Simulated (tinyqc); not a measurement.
Frequency dispersion of an accumulation capacitance by border traps, distributed model: one step of the calculation.

Traps spread evenly through the insulator exchange electrons with the semiconductor by tunnelling, with tau(x) = t0 exp(2 ka x) at depth x from the interface. The admittance per area Y seen at depth x obeys dY/dx = -Y^2/(i w eps0 eox) + q Nb ln(1 + i w tau)/tau, with Y(0) = i w Cs and w = 2 pi f; the gate sees Y(tox) = G + i w C. Working variable y = Y/(i w), in uF/cm^2. Cox = eps0 eox/tox.

Question. Capacitance and conductance at the gate. Beyond xe the traps are ignored, so 1/y(tox) = 1/y(xe) + (tox - xe)/(eps0 eox); C = Re y, G/w = -Im y, loss tangent G/(w C).

Inputs (values chosen for the exercise); permittivity close to that of silicon dioxide:

| symbol | value | unit | meaning |
|---|---|---|---|
| eox | 3.86 |  | relative permittivity of the insulator |
| tox | 7.6 | nm | insulator thickness |
| xe | 1.1 | nm | depth down to which the steps are taken |

Constants: eps0 = 8.8541878128e-14 F/cm where lengths are in cm. Results are converted to the units shown.

y at xe = 1.0311937-0.0591994i uF/cm^2

Find: y at the gate; C; G/w; loss tangent.

Answer.

y at the gate = 0.34849-0.00674i uF/cm^2
C = 0.34849 uF/cm^2
G/w = 0.0067416 uF/cm^2
loss tangent = 0.019345

Computed by the program tinyqc: `OMP_NUM_THREADS=1 python tinyqc.py 2202117 2202118 out.jsonl`, one thread of a shared Intel Xeon 2.30GHz, about 0.6 s for the whole run.
